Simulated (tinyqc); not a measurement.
Thinning the film: dielectric confinement in a thin film (image charges).

A film |z| < t/2 of dielectric constant eps between half-spaces of dielectric constant e2; lam = (eps - e2)/(eps + e2), q = e^2/(4 pi eps0). The self-energy of a band edge is taken with the high-frequency value, e2 = eh, and the field of a fixed ion with the static one, e2 = eo. A charge at z has images lam^|n| at n t + (-1)^n z. Its self-energy is S(z) = (q/2 eps) sum over n >= 1 of lam^n [1/(n t - 2z) + 1/(n t + 2z)] for odd n and 2 lam^n/(n t) for even n; at the centre S(0) = -(q/(eps t)) ln(1 - lam).

Donor at the centre, lam from the static eo, trial function cos(pi z/t) exp(-rho/l): E(l) = c/(m l^2) - (q/eps) times the integral over k of F(k t) (1 + (k l/2)^2)^(-3/2), with F(x) = F0 + 2 lam exp(-x) G/(1 - lam exp(-x)), F0 = 2[(1 - exp(-x/2))/x + x (1 + exp(-x/2))/(x^2 + 4 pi^2)], G = 2 sinh(x/2)[1/x - x/(x^2 + 4 pi^2)]; c = hbar^2/2m0. The binding energy is -E at the minimum, counted from the subband edge with its self-energy.

Constants: e^2/(4 pi eps0) = 14.39964547 eV angstrom; hbar^2/2m0 = 3.80998211 eV angstrom^2; Ry = 13.60569312 eV.

Values chosen for the exercise (near those of a Si (100) film, two-fold valleys, in vacuum; shifted at random, so the results belong to these values and not to a real crystal):

| symbol | value | unit | meaning |
|---|---|---|---|
| eps | 11.8 |  | dielectric constant of the film |
| eh | 1 |  | high-frequency dielectric constant outside |
| eo | 1 |  | static dielectric constant outside |
| m | 0.194 | m0 | mass in the plane |
| mz | 0.939 | m0 | mass across the film |
| ts | (12, 18, 26, 38, 55, 80, 120) | angstrom | thicknesses |

<S> is the mean over (2/t) cos^2(pi z/t); confinement c (pi/t)^2/mz; donor binding with and without images.

Results:

| t (angstrom) | <S> (meV) | confinement (meV) | binding, no images (meV) | binding (meV) | l (angstrom) |
|---|---|---|---|---|---|
| 12 | 207.9 | 278.1 | 57.0 | 354.9 | 14.2 |
| 18 | 138.6 | 123.6 | 51.9 | 263.6 | 16.9 |
| 26 | 96.0 | 59.2 | 46.9 | 200.5 | 19.8 |
| 38 | 65.7 | 27.7 | 41.4 | 150.6 | 23.2 |
| 55 | 45.4 | 13.2 | 36.0 | 113.7 | 27.0 |
| 80 | 31.2 | 6.3 | 30.7 | 85.3 | 31.6 |
| 120 | 20.8 | 2.8 | 25.3 | 62.4 | 37.4 |

How do the results move, and what explains it?

Between 120 and 12 angstrom the binding goes from 62.4 to 354.9 meV; quantum confinement alone would take it from 25.3 to 57.0, so the images supply +37.1 and +297.9 meV. |<S>| goes as 1/t and exceeds the confinement energy beyond 16 angstrom. For t well above a* = 32 angstrom the separable trial function underbinds, which affects the last rows.

Run: tinyqc, `OMP_NUM_THREADS=1 python tinyqc.py 1251236 1251237 out.jsonl`; Intel(R) Xeon(R) Processor @ 2.30GHz, one thread, shared host; about 0.06 s of CPU time with all checks.
